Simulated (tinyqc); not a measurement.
Adsorption as a lattice gas: isotherms with interactions, competition, desorption peaks and saturation dose: one step, computed by the program tinyqc. Command: `OMP_NUM_THREADS=1 python tinyqc.py 3004861 3004862 out.jsonl adsorb walk`. One thread of a shared host (Intel(R) Xeon(R) Processor @ 2.30GHz), about 0.3 s of CPU time with the checks.

One adsorbate per site; a molecule needs 2 empty sites. Gas and surface have the same temperature.

Problem. Flux and the Langmuir coverage. Flux F = p/sqrt(2 pi M k_B T); k_d = nu exp(-E/(k_B T)); 2 s0 F (1 - theta)^2 = N_s k_d theta^2, so y = sqrt(2 s0 F/(N_s k_d)), theta = y/(1 + y). With a second gas on the same sites theta = y/(1 + y + K_B p_B).

Inputs (values chosen for the exercise, for a model surface): desorption energy E = 0.713 eV; prefactor nu = 5.7e+14 1/s; site density N_s = 10 1/nm^2; molecular mass M = 154 u; sticking coefficient s0 = 0.37; temperature T = 267 K; pressure p = 3 Pa; blocking by a second gas, K_B p_B = 9.

Adsorption: dissociative (second order).

Constants: u = 1.6605390666e-27 kg; k_B = 1.380649e-23 J/K; k_B = 8.617333262e-05 eV/K.

Give: flux F; k_d; y; Langmuir coverage; coverage with the second gas.

Solution.

flux F = 38981 1/(nm^2 s)

k_d = 19.842 1/s

y = 12.057

Langmuir coverage = 0.92341

coverage with the second gas = 0.54663
